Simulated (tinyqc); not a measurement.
Free and trapped electrons in a MOS channel with a dense trap tail: one step of the calculation.

p-type body, charge-sheet picture, full ionisation (an idealisation for deep acceptors), Boltzmann statistics for free electrons. e = Ec - EF at the surface. Acceptor-like traps of density D(E) = D0 + De exp(-E/Ew) at depth E below Ec, from 0 to Eu, hold n_t = integral of D(E)/(1 + exp((e - E)/Vt)). psi = Eg - Vt ln(Nv/Na) - e; N_dep = sqrt(2 eps0 eps_r Na (psi - Vt)/q); n_f = sqrt(N_dep^2 + 2 eps0 eps_r Vt Nc exp(-e/Vt)/q) - N_dep; Vg = Vfb + psi + q (N_dep + n_t + n_f)/Cox, Cox = eps0 eox/tox.

Problem. Charges and gate voltage. psi, N_dep, n_f and Vg as defined, with the n_t given; free share n_f/(n_f + n_t); apparent mobility mf n_f/(n_f + n_t); gate voltage spent on traps q n_t/Cox.

Values chosen for this exercise; band and dielectric values close to those of 4H silicon carbide: temperature T = 300 K; band gap Eg = 3.3 eV; relative permittivity eps_r = 9.76; conduction-band density of states at T Nc = 1.71e19 cm^-3; valence-band density of states at T Nv = 2.47e19 cm^-3; relative permittivity of the insulator eox = 3.9; insulator thickness tox = 67 nm; acceptor density Na = 2e16 cm^-3; flat-band voltage without trapped charge Vfb = -2.11 V; mobility of free electrons mf = 140 cm^2/(V s); Ec - EF at the surface e = 0.129 eV.

Constants: q = 1.602176634e-19 C, kB = 1.380649e-23 J/K, Vt = kB T/q, eps0 = 8.8541878128e-14 F/cm where lengths are in cm. Results are converted to the units shown.

n_t = 2.7991865e11 cm^-2

Give: psi; N_dep; n_f; Vg; free share; apparent mobility; gate voltage spent on traps.

Solution.

psi = 2.9870 V
N_dep = 7.9928e11 cm^-2
n_f = 2.0052e10 cm^-2
Vg = 4.2942 V
free share = 6.6847 %
apparent mobility = 9.3585 cm^2/(V s)
gate voltage spent on traps = 0.87017 V

tinyqc, about 0.02 s, one thread, Intel Xeon 2.30GHz (shared host): `OMP_NUM_THREADS=1 python tinyqc.py 2222224 2222225 out.jsonl`
